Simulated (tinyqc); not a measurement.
Worked calculation: four-band model of biased bilayer graphene near K. Values are carried at full precision from step to step, so a last printed digit may differ when a step is redone from the rounded ones.

Constants: hbar^2/2m0 = 3.80998211 eV angstrom^2.

Parameters, chosen for this exercise (near those used for Bernal bilayer graphene; the results hold for these values, not for the real material):
- a = 2.46 angstrom (lattice constant)
- g0 = 2.85 eV (hopping in a layer)
- g1 = 0.367 eV (hopping of the dimer sites)
- g3 = 0.27 eV (skew hopping A1-B2)
- g4 = 0.06 eV (skew hopping A1-A2)
- U = 0.31 eV (potential difference of the layers)
- k = (-0.008, 0.021) 1/angstrom (wave vector from K)

## Velocities and mass

v_j = (sqrt3/2) a g_j; low-energy mass m/m0 = c g1/v0^2 with c = hbar^2/2m0; crossover wave vector g1/(2 v0).

v0, v3, v4 (eV angstrom): 6.0717  0.5752  0.1278

mass = 0.03793 m0
crossover = 0.03022 1/angstrom

## H at one k

Basis A1, B1, A2, B2, with B1 below A2; p = kx + i ky, v_j = (sqrt3/2) a g_j. Diagonal -U/2, -U/2, U/2, U/2; <A1|B1> = <A2|B2> = v0 p*, <B1|A2> = g1, <A1|B2> = v3 p, <A1|A2> = <B1|B2> = -v4 p*.

Fill in the matrix.

H (eV):
```
                 A1               B1               A2               B2
A1          -0.1550  -0.0486-0.1275i   0.0010+0.0027i  -0.0046+0.0121i
B1  -0.0486+0.1275i          -0.1550           0.3670   0.0010+0.0027i
A2   0.0010-0.0027i           0.3670           0.1550  -0.0486-0.1275i
B2  -0.0046-0.0121i   0.0010-0.0027i  -0.0486+0.1275i           0.1550
```

## Levels and layer polarisation

Diagonalise; the weight on layer 1 is that of A1 and B1.

levels (eV): -0.4542  -0.1222  0.1253  0.4510

weights:
```
    band 1  band 2  band 3  band 4
A1   0.133   0.840   0.015   0.013
B1   0.605   0.042   0.106   0.247
A2   0.248   0.103   0.039   0.610
B2   0.015   0.015   0.840   0.129
```

weight on layer 1: 0.738  0.881  0.121  0.260

Band 2 has 88 % of its weight on layer 1, the layer of lower potential, and band 3 has 12 %; the dimer sites hold 15 % of band 3.

## The Mexican hat (g3 = g4 = 0)

At K the levels are -/+ U/2 and -/+ sqrt(g1^2 + U^2/4). The smallest gap, U g1/sqrt(U^2 + g1^2), lies on a ring of radius kg = (U/2 v0) sqrt((2 g1^2 + U^2)/(g1^2 + U^2)), v0 = (sqrt3/2) a g0; the height of the hat is U/2 less half that gap.

gap = 0.2368 eV
kg = 0.03213 1/angstrom
height of the hat = 36.59 meV

## Checks

- Gap on the ring from the formula against the matrix: both 0.236821.

Computed by tinyqc, a small Python program: `OMP_NUM_THREADS=1 python tinyqc.py 1450445 1450446 out.jsonl` (the numbers bound the seed that draws the inputs); one thread of a shared host (Intel(R) Xeon(R) Processor @ 2.30GHz), about 0.06 s for the whole set of steps.
